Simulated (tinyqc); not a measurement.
# Changing the layer thickness t

Model: four-point probe, van der Pauw, Hall and spreading-resistance readings of a semiconductor layer. Computed by tinyqc, a small Python program. Command: `OMP_NUM_THREADS=1 python tinyqc.py 3111923 3111924 out.jsonl probe sweep`. One thread of a shared host (Intel(R) Xeon(R) Processor @ 2.30GHz), about 0.01 s of CPU time with the checks.

The layer is uniform and ohmic; contacts are points unless a radius is given.

Inputs (values chosen for the exercise, modelled on p-type silicon):
```
quantity             value        unit
carrier density n  1.8e+14      1/cm^3
drift mobility mu      440  cm^2/(V s)
probe spacing s      0.635          mm
current I             0.02          mA
```

Backing of the layer: insulating.

Constants: e = 1.602176634e-19 C.

Method:
- rho = 1/(e n mu); R_s = rho/t.
- Collinear probes with equal spacing on a layer with insulating backing: images at depth 2 m t give V = (rho I/(2 pi s)) G, G = 1 + 4 sum_(m>=1) [1/sqrt(1 + (2 m u)^2) - 1/sqrt(4 + (2 m u)^2)], u = t/s; the sum runs to m = 20000, with the tail 3/(32 u^3 M^2) added to the sum for M = 20000.
- Limits: thick, rho = 2 pi s V/I; thin on an insulator, rho = (pi/ln 2) t V/I.

One run for each value:
```
layer thickness t (micrometre)  voltage V (mV)       G  rho by the thick formula (ohm cm)  rho by the thin formula (ohm cm)
25                                      139.10  35.212                             2774.9                             78.81
48                                       72.45  18.340                             1445.3                             78.81
89                                       39.07   9.891                              779.5                             78.81
170                                      20.46   5.178                              408.1                             78.81
310                                      11.24   2.846                              224.3                             78.98
580                                       6.36   1.610                              126.9                             83.58
1100                                      4.49   1.137                               89.6                            111.96
2000                                      4.06   1.027                               80.9                            183.82
3800                                      3.97   1.004                               79.1                            341.59
```

Describe and explain the trends.

Over the rows, voltage V (mV) falls from 139 to 3.97 (exponent d ln y / d ln x -1.0 between the first rows and -0.035 between the last); G falls from 35.2 to 1.00 (exponent d ln y / d ln x -1.0 between the first rows and -0.035 between the last); rho by the thick formula (ohm cm) falls from 2770 to 79.1 (exponent d ln y / d ln x -1.0 between the first rows and -0.035 between the last). At the low end the exponent of voltage V is -1.00, close to -1: a thin layer, V = R_s I ln 2/pi.
